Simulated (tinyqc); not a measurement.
Errors against cell size: correction of a charged-defect supercell by a model charge and potential alignment (plane-averaged potentials). Computed by tinyqc, a small Python program. Command: `OMP_NUM_THREADS=1 python tinyqc.py 3110016 3110017 out.jsonl align walk`. One thread of a shared host (Intel(R) Xeon(R) Processor @ 2.30GHz), about 0.01 s of CPU time with the checks.

The "true" defect charge is (1 - x) q in a Gaussian of width sigma plus x q in one of width sigma_t, so the exact answer is known; the correction sees only a single model Gaussian of width sigma_m. A Gaussian of width s has the transform rho(G) = exp(-G^2 s^2/2), normalised to 1. A uniform background cancels q, so G = 0 is left out. Potentials are those felt by a unit positive charge. E_0 is the formation energy of the isolated defect, E_cell its value in the supercell, E_lat = E_iso - E_per of the model charge, C the true less the model potential far from the defect; the exact correction is E_0 - E_cell, and the error of a scheme is E_cell plus its correction less E_0.

Inputs (values chosen for the exercise, with screening close to that of GaAs):
```
quantity                               value      unit
defect charge q                           -3         e
dielectric constant eps                 13.4         -
edge of the cubic cell L                10.5  angstrom
width sigma of the true defect charge   0.89  angstrom
width sigma_m of the model charge        0.7  angstrom
share x of the charge in a wide tail       0         -
width sigma_t of the tail                1.6  angstrom
```

Constants: e^2/(4 pi eps_0) = 14.39964548 eV angstrom.

Method:
- Periodic energy E_per = (2 pi q^2/(eps L^3)) (e^2/(4 pi eps_0)) sum_(G != 0) rho(G)^2/G^2, G = (2 pi/L)(n1, n2, n3), |n_i| <= 16. Isolated energy: two Gaussians of charges q_a, q_b and widths a, b interact by q_a q_b (e^2/(4 pi eps_0 eps)) sqrt(2/pi)/sqrt(a^2 + b^2), and the self-energy is half the sum over pairs.
- Plane-averaged potential at distance z from the defect: V(z) = (4 pi q/(eps L^3)) (e^2/(4 pi eps_0 e)) sum_(m != 0) rho(G_m) cos(G_m z)/G_m^2, G_m = 2 pi m/L, |m| <= 40.
- Schemes: none; point-charge term alpha q^2 e^2/(4 pi eps_0 eps 2 L), alpha = 2.837297; E_lat of the model; E_lat - q C with C at z = L/2.

Error against E_0 (meV):
```
L (angstrom)     none  point charge  model charge  model and alignment
7.35          -1745.5        121.22        46.234             0.015950
8.92          -1470.3         67.82        25.866             0.000137
10.50         -1265.1         41.58        15.858             0.000001
12.60         -1064.9         24.06         9.177             0.000000
```

What follows from these numbers?

Between the last two rows the uncorrected error scales as L^-0.95 and the point-charge remainder as L^-3.00. With alignment the error is 0.0 meV in the smallest cell and 0.00 meV in the largest.

Extremes, crossings and ranges named in words are read from the listed rows.
